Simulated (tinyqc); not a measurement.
Thin-film optics by transfer matrices: one step. Layer matrices and their product. Two cases, with inputs chosen for the exercise.

Task: Form each matrix and multiply from the top down.

Indices N = n + i k. Snell: N0 sin(theta) = N_j sin(theta_j), with Im(N_j cos theta_j) >= 0. Admittance y_j = N_j cos theta_j for s and N_j/cos theta_j for p. Phase delta_j = 2 pi N_j cos theta_j d_j/lambda. Layer matrix [[cos delta, -i sin delta/y], [-i y sin delta, cos delta]], multiplied from the top down to M. (B, C) = M (1, y_sub); r = (y0 B - C)/(y0 B + C), R = |r|^2, T = 4 Re y0 Re y_sub/|y0 B + C|^2, absorbed in the films 1 - R - T.

Give: M.

Case 1.

y_j: ambient 0.422618, film 1 1.826507, substrate 1.368986+7.816128i

delta_j (rad): film 1 0.346283

Result:

M:
```
          1         2
1    0.9406  -0.1858i
2  -0.6199i    0.9406
```

Case 2.

y_j: ambient 0.342020, film 1 1.377002+0.029054i, substrate 1.168054+2.109094i

delta_j (rad): film 1 2.560032+0.054016i

Result:

M:
```
                 1                2
1  -0.8368-0.0297i  -0.0412-0.3986i
2  -0.0462-0.7588i  -0.8368-0.0297i
```

Each matrix has determinant 1, and so has M.

Computed by tinyqc, one run a case: `OMP_NUM_THREADS=1 python tinyqc.py N N+1 out.jsonl` with N = 1681092, 1681187; one thread of a shared Intel(R) Xeon(R) Processor @ 2.30GHz, about 0.03 s a run at most.
